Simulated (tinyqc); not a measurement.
Which clusters to keep: cluster expansion of a binary alloy: correlations, fit, cross-validation and ground states. Computed by tinyqc, a small Python program. Command: `OMP_NUM_THREADS=1 python tinyqc.py 3024901 3024902 out.jsonl clex walk`. One thread of a shared host (Intel(R) Xeon(R) Processor @ 2.30GHz), about 0.1 s of CPU time with the checks.

s = +1 for A and -1 for B. Energy per site E = J0 + J1 P(point) + sum over clusters of m V P, with P the mean product of spins; V > 0 on a pair favours unlike neighbours. Clusters per site m: pair 1 6, pair 2 3, pair 3 12, triplet 8; the triplet is the triangle of first neighbours. Formation energies are counted from the line between pure A and pure B, which removes J0 and J1.

Inputs (values chosen for the exercise, for a model alloy):
```
quantity                    value      unit
first-pair interaction V1    5.68       meV
second-pair interaction V2   -2.1       meV
third-pair interaction V3   0.066       meV
triplet interaction Vt       0.96       meV
noise amplitude               1.1  meV/site
```

Lattice: fcc.

Method:
- Design matrix of formation energies: m (P - 1) for pairs and m (P(triplet) - P(point)) for the triplet; x = (1 - P(point))/2.
- Exact: X V with V = (V1, V2, V3, Vt). The data to fit add the noise amplitude times the normal numbers, standing for what the clusters leave out.
- For each set, H = X (X^T X)^-1 X^T over the structures between the ends; residual e = E - H E; leave-one-out error e_i/(1 - H_ii); both as root mean squares.

correlations P, counted on periodic cells:
```
                      point    pair 1    pair 2    pair 3   triplet
A                   1.00000   1.00000   1.00000   1.00000   1.00000
A3B L1_2            0.50000   0.00000   1.00000   0.00000  -0.50000
A3B D0_22           0.50000   0.00000   0.66667   0.33333  -0.50000
A3B (001) layers    0.50000   0.33333   0.66667   0.00000   0.50000
A2B (001) layers    0.33333   0.11111   0.55556  -0.33333   0.33333
AB L1_0             0.00000  -0.33333   1.00000  -0.33333   0.00000
AB L1_1             0.00000   0.00000  -1.00000   0.00000   0.00000
A2B2 (001) layers   0.00000   0.33333   0.33333  -0.33333   0.00000
AB2 (001) layers   -0.33333   0.11111   0.55556  -0.33333  -0.33333
AB3 L1_2           -0.50000   0.00000   1.00000   0.00000   0.50000
AB3 D0_22          -0.50000   0.00000   0.66667   0.33333   0.50000
AB3 (001) layers   -0.50000   0.33333   0.66667   0.00000  -0.50000
B                  -1.00000   1.00000   1.00000   1.00000  -1.00000
```

standard normal numbers for the noise (0 for the pure ends): A 0.000, A3B L1_2 -0.070, A3B D0_22 0.691, A3B (001) layers -0.733, A2B (001) layers -0.813, AB L1_0 0.383, AB L1_1 0.074, A2B2 (001) layers 0.304, AB2 (001) layers 0.132, AB3 L1_2 0.179, AB3 D0_22 1.117, AB3 (001) layers 0.910, B 0.000

X:
```
                    pair 1   pair 2    pair 3  triplet
A                   0.0000   0.0000    0.0000   0.0000
A3B L1_2           -6.0000   0.0000  -12.0000  -8.0000
A3B D0_22          -6.0000  -1.0000   -8.0000  -8.0000
A3B (001) layers   -4.0000  -1.0000  -12.0000   0.0000
A2B (001) layers   -5.3333  -1.3333  -16.0000   0.0000
AB L1_0            -8.0000   0.0000  -16.0000   0.0000
AB L1_1            -6.0000  -6.0000  -12.0000   0.0000
A2B2 (001) layers  -4.0000  -2.0000  -16.0000   0.0000
AB2 (001) layers   -5.3333  -1.3333  -16.0000   0.0000
AB3 L1_2           -6.0000   0.0000  -12.0000   8.0000
AB3 D0_22          -6.0000  -1.0000   -8.0000   8.0000
AB3 (001) layers   -4.0000  -1.0000  -12.0000   0.0000
B                   0.0000   0.0000    0.0000   0.0000
```

data (meV/site): A 0.0000, A3B L1_2 -42.6290, A3B D0_22 -39.4279, A3B (001) layers -22.2183, A2B (001) layers -29.4436, AB L1_0 -46.0747, AB L1_1 -22.1906, A2B2 (001) layers -19.2416, AB2 (001) layers -28.4041, AB3 L1_2 -26.9951, AB3 D0_22 -23.5993, AB3 (001) layers -20.4110, B 0.0000

Fits:
```
clusters     fit error (meV/site)  leave-one-out error (meV/site)  largest H_ii
V1                         5.8657                          6.5571       0.18344
V1 V2                      4.8031                          5.5639       0.82499
V1 V3                      5.8639                          7.1425       0.34839
V1 V2 Vt                   0.7567                          1.0243       0.82499
V1 Vt                      3.4510                          4.1045       0.35318
V1 V2 V3                   4.7753                          6.1745       0.89605
V1 V3 Vt                   3.4478                          4.2105       0.51586
V1 V2 V3 Vt                0.5529                          1.0485       0.89605
```

leave-one-out error without pair 3 = 1.0243 meV/site

leave-one-out error with all four = 1.0485 meV/site

What follows from these numbers?

The fit error can only fall as clusters are added, to 0.55 meV with all four. The leave-one-out error is least for V1 V2 Vt (1.02 meV), and all four give 1.05: the extra terms fit noise more than signal.

Extremes, crossings and ranges named in words are read from the listed rows.
